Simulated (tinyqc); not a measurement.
# Inputs raised by 10 %, one at a time

Model: Deal-Grove kinetics of thermal oxidation of silicon. Computed by tinyqc, a small Python program. Command: `OMP_NUM_THREADS=1 python tinyqc.py 3008693 3008694 out.jsonl oxide sens`. One thread of a shared host (Intel(R) Xeon(R) Processor @ 2.30GHz), about 0.2 s of CPU time with the checks.

Oxidant diffuses through the oxide and reacts at the interface, so that dx/dt = B/(A + 2x) for the oxide thickness x.

Inputs (values chosen for the exercise, close to those used for silicon):
```
quantity                       value    unit
prefactor B0                     389  um^2/h
activation energy E_B          0.789      eV
prefactor (B/A)0            1.43e+08    um/h
activation energy E_A           2.05      eV
temperature T                    900       C
oxidant pressure p               0.1     atm
pressure exponent m of B/A         1       -
initial oxide x_i              0.002      um
time t                           4.2       h
```

Ambient: steam. Surface: (111).

Constants: k_B = 8.617333262e-05 eV/K.

Method:
- B = B0 p exp(-E_B/(k_B T)), B/A = (B/A)0 p^m exp(-E_A/(k_B T)), p in atm; A = B/(B/A).
- Temperatures in kelvin are T(C) + 273.15.
- tau = (x_i^2 + A x_i)/B and x = (A/2) [sqrt(1 + 4 B (t + tau)/A^2) - 1], the root of x^2 + A x = B (t + tau).
- Silicon consumed is 0.44 times the oxide grown; the rate is B/(A + 2x).

Runs:
```
input moved                      from         to  oxide thickness x (um)  final growth rate (um/h)  length A (um)  tau (h)
base run                            -          -                0.085468                  0.017992         0.7109  0.08986
prefactor B0 (um^2/h)             389      427.9                0.086233                  0.018286         0.7820  0.08984
activation energy E_B (eV)      0.789     0.8679                0.077371                  0.015130         0.3257  0.09016
prefactor (B/A)0 (um/h)     143000000  157300000                0.092016                  0.019109         0.6462  0.08172
activation energy E_A (eV)       2.05      2.255                0.014301                  0.002922         5.4008  0.68107
oxidant pressure p (atm)          0.1       0.11                0.092961                  0.019461         0.7109  0.08169
initial oxide x_i (um)          0.002     0.0022                0.085630                  0.017986         0.7109  0.09888
time t (h)                        4.2       4.62                0.092961                  0.017691         0.7109  0.08986
```

Exponents ln(y'/y) / ln(x'/x):
```
input                  oxide thickness x  final growth rate  length A     tau
prefactor B0                       0.094              0.170     1.000  -0.003
activation energy E_B             -1.044             -1.818    -8.189   0.035
prefactor (B/A)0                   0.775              0.632    -1.000  -0.997
activation energy E_A            -18.758            -19.070    21.276  21.250
oxidant pressure p                 0.882              0.823     0.000  -1.000
initial oxide x_i                  0.020             -0.004     0.000   1.003
time t                             0.882             -0.177     0.000   0.000
```

Which inputs matter most for each result?

Among the inputs moved here: oxide thickness x answers most in size to activation energy E_A (exponent -18.758), next to activation energy E_B (-1.044). Final growth rate answers most in size to activation energy E_A (exponent -19.070), next to activation energy E_B (-1.818). Length A answers most in size to activation energy E_A (exponent +21.276), next to activation energy E_B (-8.189); its exponent is below 0.0005 for oxidant pressure p, initial oxide x_i, time t. Its exponent +1.000 in prefactor B0: A = B/(B/A). Its exponent -1.000 in prefactor (B/A)0: A = B/(B/A). tau answers most in size to activation energy E_A (exponent +21.250), next to initial oxide x_i (+1.003); its exponent is below 0.0005 for time t.
